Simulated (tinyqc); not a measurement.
Yield per ion against the flux ratio: ion-assisted plasma etching: sheath, surface coverage, synergy and aspect-ratio dependence. Computed by tinyqc, a small Python program. Command: `OMP_NUM_THREADS=1 python tinyqc.py 3005520 3005521 out.jsonl etch walk`. One thread of a shared host (Intel(R) Xeon(R) Processor @ 2.30GHz), about 0.05 s of CPU time with the checks.

Radicals adsorb on bare sites; ions remove covered sites with a high yield and bare sites by sputtering; a slow spontaneous reaction acts everywhere, walls included.

Inputs (values chosen for the exercise, close to those used for silicon in a halogen plasma): plasma density n_e = 7.3e+09 1/cm^3; electron temperature T_e = 3 eV; ion mass M_i = 80 u; sheath voltage V = 79 V; radical density n = 9.7e+13 1/cm^3; radical mass M_n = 80 u; gas temperature T_g = 300 K; sticking coefficient s = 0.61; radicals per removed unit x = 3; yield slope b = 0.34 eV^(-1/2); threshold E_th = 7.7 eV; sputter slope b_p = 0.029 eV^(-1/2); sputter threshold E_p = 26 eV; spontaneous reaction probability k_c = 9.6e-05; solid density N = 5e+22 1/cm^3; ion temperature T_i = 0.66 eV.

Feature: long trench.

Constants: e = 1.602176634e-19 C; u = 1.6605390666e-27 kg; k_B = 1.380649e-23 J/K; eps_0 = 8.8541878128e-12 F/m.

Method:
- Bohm speed u_B = sqrt(e T_e/M_i); ion flux G_i = 0.61 n_e u_B; radical flux G_n = n c/4 with c = sqrt(8 k_B T_g/(pi M_n)).
- Debye length lambda_D = sqrt(eps_0 T_e/(e n_s)) with n_s = 0.61 n_e, T_e in volts; Child-law sheath d = (sqrt2/3) lambda_D (2 V/T_e)^(3/4); ion energy E = V + T_e/2; angular spread = arctan(sqrt(T_i/E)).
- Yields: Y = b (sqrt(E) - sqrt(E_th)) on covered sites, Y_p = b_p (sqrt(E) - sqrt(E_p)) on bare ones (zero below threshold).
- Steady coverage: s G_n (1 - theta) = x Y G_i theta; removal flux = Y G_i theta + Y_p G_i (1 - theta) + k_c G_n; rate = flux/N, 1 cm/s = 6e8 nm/min.
- The ion flux is fixed and the radical flux set by the ratio; the removal per ion is the removal flux over G_i.

yield Y = 2.10708

sputter yield Y_p = 0.112322

ion flux G_i = 8.47030e+14 1/(cm^2 s)

Open field:
```
G_n/G_i    theta  rate (nm/min)  removal per ion
0.3      0.02814          1.712           0.1685
1        0.08801          2.927           0.2880
3        0.22451          5.697           0.5604
10       0.49109         11.109           1.0929
30       0.74326         16.241           1.5978
100      0.90610         19.611           1.9294
300      0.96661         21.033           2.0693
1000     0.98974         22.185           2.1826
3000     0.99656         24.275           2.3882
```

What follows from these numbers?

Coverage reaches one half at G_n/G_i = x Y/s = 10.4. Below that the ion-assisted part follows the radical flux, on top of the sputter floor Y_p = 0.112; above it the ion-assisted part saturates at Y = 2.11 per ion, and the further rise to 2.39 comes from the spontaneous reaction, which costs anisotropy.
